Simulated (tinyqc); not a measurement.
Arrhenius plot: admittance spectroscopy and thermally stimulated current of one trap level in a depletion layer. Computed by tinyqc, a small Python program. Command: `OMP_NUM_THREADS=1 python tinyqc.py 3113476 3113477 out.jsonl admit walk`. One thread of a shared host (Intel(R) Xeon(R) Processor @ 2.30GHz), about 0.01 s of CPU time with the checks.

A Schottky junction on n-type material holds one donor-like electron trap; shallow donors are fully ionised and abrupt depletion edges are assumed.

Inputs (values chosen for the exercise, modelled on n-type GaN):
```
quantity                         value    unit
density-of-states mass m         0.197     m_0
shallow doping N               3.4e+15  1/cm^3
trap depth E_t below the band      0.3      eV
capture cross section sigma    2.3e-16    cm^2
test frequency f                  1000      Hz
```

Constants: k_B = 1.380649e-23 J/K; m_0 = 9.1093837015e-31 kg; h = 6.62607015e-34 J s; k_B = 8.617333262e-05 eV/K.

Method:
- N_c = 2 (2 pi m k_B T/h^2)^(3/2), v_th = sqrt(3 k_B T/m), emission rate e_n = sigma v_th N_c exp(-E_t/(k_B T)).
- Where the level crosses the Fermi level capture equals emission, so the trap follows the signal with the rate 2 e_n; G/omega peaks at omega = 2 e_n (the correction for large N_t/N is left out).
- Solve 2 e_n(T_p) = 2 pi f.
- T_p for 0.1, 0.3, 1, 3 and 10 f; least-squares lines of ln(e_n/T^2) and of ln(e_n) against 1/(k_B T), e_n = pi f; sigma = exp(intercept)/(v_th N_c/T^2).

peak temperature T_p = 235.640 K

Peaks:
```
f (Hz)  T_p (K)  1/(k_B T) (1/eV)  ln(e_n/T^2)  ln(e_n)
100      207.01            56.058      -4.9156    5.750
300      219.80            52.796      -3.9369    6.849
1000     235.64            49.247      -2.8721    8.052
3000     252.08            46.034      -1.9084    9.151
10000    272.75            42.547      -0.8620   10.355
```

depth from e_n/T^2 = 0.3 eV

cross section from the intercept = 2.30e-16 cm^2

depth without the T^2 = 0.34077 eV

Leaving out T^2 adds 41 meV, near 2 k_B T_p = 41 meV.

Extremes, crossings and ranges named in words are read from the listed rows.
